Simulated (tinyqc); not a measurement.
Donor or exciton in a quantum well (variational effective-mass method). Inputs raised by 10 %, one at a time. Computed by tinyqc, a small Python program. Command: `OMP_NUM_THREADS=1 python tinyqc.py 3017694 3017695 out.jsonl welldonor sens`. One thread of a shared host (Intel(R) Xeon(R) Processor @ 2.30GHz), about 0.2 s of CPU time with the checks.

H = -nabla^2 - 2/|r - r_i| + V(z) in effective units; trial function psi = f(z) exp(-|r - r_i|/lambda), f the ground state of the well. Mass and screening are the same in well and barrier; l = L/a* is the width in effective units. Bands are flat: no polarisation or applied field.

Inputs (values chosen for the exercise, modelled on ZnSe):

| quantity | value | unit |
|---|---|---|
| electron mass m | 0.154 | m_0 |
| dielectric constant eps | 9.28 | - |
| well width L | 1.6 | nm |
| donor position z_i/L from the centre | 0.4 | - |
| barrier height V_0 | 0.44 | eV |

Centre: donor. Barriers: finite.

Constants: Ry = 13.605693123 eV; a_0 = 0.529177210903 angstrom.

Method:
- Ry* = Ry m/eps^2, a* = a_0 eps/m; l = L/a*.
- k solves k tan(k l/2) = sqrt(v - k^2), v = V_0/Ry*, 0 < k l/2 < pi/2 (bisection); f = cos(k z) inside and cos(k l/2) exp(-kappa (|z| - l/2)) outside, kappa = sqrt(v - k^2); subband energy k^2 Ry*.
- Binding E_b(lambda) = -1/lambda^2 + 4 A/(lambda B), with A = int f^2 exp(-2 s/lambda) dz, B = int f^2 exp(-2 s/lambda)(1 + 2 s/lambda) dz and s = |z - z_i|; 40 Gauss-Legendre points on each piece between the walls at z = -l/2 and l/2 and z_i, and out to 12/(kappa + 1/lambda) beyond the walls.
- Golden-section search for the maximum over lambda from 0.3 to 4, 40 steps.

Runs:

| input moved | from | to | binding energy (meV) | radius lambda a* (nm) | binding in Ry* | subband energy (meV) |
|---|---|---|---|---|---|---|
| base run | - | - | 45.225 | 2.9165 | 1.8588 | 227.80 |
| electron mass m (m_0) | 0.154 | 0.1694 | 48.413 | 2.6982 | 1.8089 | 218.57 |
| dielectric constant eps | 9.28 | 10.208 | 38.662 | 3.1438 | 1.9227 | 227.80 |
| well width L (nm) | 1.6 | 1.76 | 44.290 | 2.9622 | 1.8204 | 209.38 |
| barrier height V_0 (eV) | 0.44 | 0.484 | 45.549 | 2.9089 | 1.8721 | 240.43 |
| donor position z_i/L from the centre | 0.4 | 0.44 | 44.198 | 2.9684 | 1.8166 | 227.80 |

Exponents ln(y'/y) / ln(x'/x):

| input | binding energy | radius lambda a* | binding in Ry* | subband energy |
|---|---|---|---|---|
| electron mass m | 0.715 | -0.816 | -0.285 | -0.434 |
| dielectric constant eps | -1.645 | 0.787 | 0.355 | 0.000 |
| well width L | -0.219 | 0.163 | -0.219 | -0.885 |
| barrier height V_0 | 0.075 | -0.027 | 0.075 | 0.566 |
| donor position z_i/L from the centre | -0.241 | 0.185 | -0.241 | 0.000 |

Among the inputs moved here: binding energy answers most in size to dielectric constant eps (exponent -1.645), next to electron mass m (+0.715). Radius lambda a* answers most in size to electron mass m (exponent -0.816), next to dielectric constant eps (+0.787). Binding in Ry* answers most in size to dielectric constant eps (exponent +0.355), next to electron mass m (-0.285). Subband energy answers most in size to well width L (exponent -0.885), next to barrier height V_0 (+0.566); its exponent is below 0.0005 for dielectric constant eps, donor position z_i/L from the centre.

Caution (all rows): so narrow a well has large confinement energy, where non-parabolicity and barrier penetration matter.

Extremes, crossings and ranges named in words are read from the listed rows.
